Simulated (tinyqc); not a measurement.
Bandgap voltage reference from two bipolar transistors: one step of the calculation.

Two transistors of area 1 and N carry the same current I. Is(T) = Is (T/T0)^eta exp[(Vg0 q/kB)(1/T0 - 1/T)], VBE1 = Vt ln(I/Is(T)) + I rb, VBE2 = Vt ln(I/(N Is(T))) + I rb/N. The amplifier forces I R1(T) = VBE1 - VBE2 + Vos, with R(T) = R (1 + tc (T - T0)) for both resistors, and the output is Vref = VBE1 + I R2(T). Base currents and the Early effect are neglected.

Question. Operating point at the reference temperature. Vt = kB T/q; I = (Vt ln N + Vos)/(R1(T) - rb (1 - 1/N)). Evaluate at T = T0.

Values chosen for this exercise; values of the order met in silicon bipolar transistors:

| symbol | value | unit | meaning |
|---|---|---|---|
| T0 | 300 | K | reference temperature |
| Vg0 | 1.172 | V | band-gap voltage extrapolated to 0 K |
| eta | 4 |  | temperature exponent of the saturation current |
| Is | 3.1e-16 | A | saturation current of the unit transistor at T0 |
| N | 24 |  | area ratio of the second transistor |
| R1 | 2.1 | kohm | resistor across which the difference of VBE falls, at T0 |
| tc | 1500 | ppm/K | temperature coefficient of both resistors |
| Vos | 0 | mV | offset of the amplifier |
| rb | 0 | ohm | series resistance of the unit transistor |
| R2 | 14.58 | kohm | output resistor at T0 |

Constants: q = 1.602176634e-19 C, kB = 1.380649e-23 J/K. Results are converted to the units shown.

Find: Vt; I; Is(T); VBE1; I R2; Vref.

Answer.

Vt = 0.025852 V
I = 39.123 uA
Is(T) = 3.1000e-16 A
VBE1 = 0.66081 V
I R2 = 0.57042 V
Vref = 1.2312 V

Numbers from tinyqc (`OMP_NUM_THREADS=1 python tinyqc.py 2062099 2062100 out.jsonl`; about 0.02 s on one thread of a shared Intel Xeon 2.30GHz).
